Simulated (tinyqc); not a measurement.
Worked calculation: band gaps under pressure and temperature from deformation potentials. Values are carried at full precision from step to step, so a last printed digit may differ when a step is redone from the rounded ones.

Murnaghan: V/V0 = (1 + Bp P/B0)^(-1/Bp), B0 = (C11 + 2 C12)/3. Each gap moves by a ln(V/V0) with its volume potential a, and falls with temperature by aV T^2/(T + bV) (Varshni); the two effects are added. No change of phase is considered.

Parameters, chosen for this exercise (near those of Ge, the X and L potentials typical of such crystals; not measured data): C11 = 127.3 GPa; C12 = 48.9 GPa; Bp = 4.8 (pressure derivative of the bulk modulus); P = 2.6 GPa (pressure); Eg = 0.904 eV (gap at Gamma to the s-like level at 0 K, 0 GPa); EgX = 0.922 eV (gap to X at 0 K, 0 GPa); EgL = 0.755 eV (gap to L at 0 K, 0 GPa); aG = -9.64 eV (volume potential of the Gamma gap); aX = 1.83 eV (volume potential of the X gap); aL = -3.02 eV (volume potential of the L gap); aV = (0.579, 0.472, 0.481) meV/K (Varshni alpha of Gamma, X, L); bV = (304, 250, 237) K (Varshni beta of Gamma, X, L); T = 300 K (temperature); aT = 6.1 1e-6/K (linear thermal expansion near 300 K).

## Volume under pressure

Give B0, V/V0, ln(V/V0), the change of the lattice constant and the linear estimate -P/B0.

B0 = 75.03 GPa
V/V0 = 0.96845
ln(V/V0) = -0.03205
change of a = -1.063 %
-P/B0 = -0.03465

The stiffening under pressure makes the compression 7.5 % smaller than the linear estimate.

## Gaps at P and T

Give both shifts and the gaps.

pressure shifts (eV): Gamma 0.3090, X -0.0587, L 0.0968

temperature shifts (eV): Gamma -0.0863, X -0.0772, L -0.0806

gaps (eV): Gamma 1.1267, X 0.7861, L 0.7712

The lowest valley is L (indirect gap), 15 meV below X; at 0 K and 0 GPa it is L.

## Pressure coefficients

Expand in P: E = E0 + c1 P + c2 P^2 with c1 = -a/B0 and c2 = a Bp/(2 B0^2).

c1 (meV/GPa): Gamma 128.48, X -24.39, L 40.25

c2 (meV/GPa^2): Gamma -4.109, X 0.780, L -1.287

Gamma and L rise under pressure and X falls, as the signs of the volume potentials say.

## Pressures at which the valleys cross

Two gaps meet at ln(V/V0) = -(E_i - E_j)/(a_i - a_j), with the gaps at T and P = 0; then P = (B0/Bp)(exp(-Bp ln(V/V0)) - 1). A dash marks expansion or a compression beyond ln(V/V0) = -0.3.

Crossings:

| pair | E_i - E_j (eV) | ln(V/V0) | P (GPa) |
|---|---|---|---|
| Gamma-X | -0.0270 | -0.0024 | 0.18 |
| Gamma-L | 0.1433 | 0.0217 | - |
| L-X | -0.1704 | -0.0351 | 2.87 |

The lowest valley changes at 2.87 GPa (L to X).

## How much of dE/dT is thermal expansion

At 300 K: dE/dT = -aV T (T + 2 bV)/(T + bV)^2; expansion alone gives 3 aT a; the rest is electron-phonon coupling.

dE/dT (meV/K): Gamma -0.4323, X -0.3745, L -0.3873

from expansion (meV/K): Gamma -0.1764, X 0.0335, L -0.0553

remainder (meV/K): Gamma -0.2559, X -0.4080, L -0.3320

Expansion supplies 41 % of the slope at Gamma and 14 % at L; at X it works against the fall.

## Checks

- Slope of the Gamma gap at P = 0 by finite differences against c1 (meV/GPa): both 128.48.

Computed by tinyqc, a small Python program: `OMP_NUM_THREADS=1 python tinyqc.py 1080904 1080905 out.jsonl` (the numbers bound the seed that draws the inputs); one thread of a shared host (Intel(R) Xeon(R) Processor @ 2.30GHz), about 0.01 s for the whole set of steps.
